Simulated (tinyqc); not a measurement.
Vertical double-diffused power MOSFET, components of the on-resistance: one step of the calculation.

Stripe cells of pitch Wp + a, two channels a cell. Current flows through the channels, spreads in the accumulation layer, passes the gap between the p bodies and spreads at 45 degrees into the drift layer below them. Low drain voltage, full ionisation.

Question. Components of the on-resistance. Pitch p = Wp + a, Cox = 3.9 eps0/tox; zero-bias depletion in the gap w0 = sqrt(2 eps0 eps_r Vbi/(q N Nj)), open gap g = a - 2 w0; R_ch = Lc p/(2 mch Cox Vov); R_acc = 0.6 a p/(4 mac Cox Vov), 0.6 being an empirical factor for current leaving the layer along its length; R_gap = (rho/Nj) xp p/g; spreading depth t = min(W, (p - g)/2); R_drift = (rho p/2) ln((g + 2 t)/g) + rho (W - t); R_on = the sum with Rs.

Values chosen for this exercise; bulk values close to those of silicon:
- eps_r = 11.8 (relative permittivity)
- tox = 40 nm (gate oxide thickness (eps_r 3.9))
- Vov = 4 V (gate overdrive)
- mch = 300 cm^2/(V s) (channel mobility)
- mac = 590 cm^2/(V s) (accumulation-layer mobility)
- Lc = 1.2 um (channel length)
- Wp = 3.9 um (width of the p body in one cell, channels included)
- a = 2.2 um (gap between neighbouring p bodies)
- xp = 1.5 um (depth of the p body)
- Nj = 2 (doping of the gap over the drift doping)
- Vbi = 0.766 V (built-in voltage of the body junction)
- Rs = 0.066 mohm cm^2 (substrate and contact resistance)

Constants: q = 1.602176634e-19 C, eps0 = 8.8541878128e-14 F/cm where lengths are in cm. Results are converted to the units shown.

drift doping N = 2.3366210e16 cm^-3
drift thickness W = 1.2940220 um
electron mobility mu at T = 836.63906 cm^2/(V s)
drift resistivity rho = 0.31927374 ohm cm

Find: w0; g; components; R_on; shares.

Answer.

w0 = 0.14621 um
g = 1.9076 um
components (mohm cm^2): channel 0.35330, accumulation 0.098805, gap 0.076572, drift 0.083480, substrate 0.066000
R_on = 0.67816 mohm cm^2
shares (%): channel 52.097, accumulation 14.570, gap 11.291, drift 12.310, substrate 9.732

The channel term is the largest. R_on is 16.4 times the ideal drift resistance rho W, and spreading raises the drift term to 2.02 times it.

Numbers from tinyqc (`OMP_NUM_THREADS=1 python tinyqc.py 2230148 2230149 out.jsonl`; about 0.01 s on one thread of a shared Intel Xeon 2.30GHz).
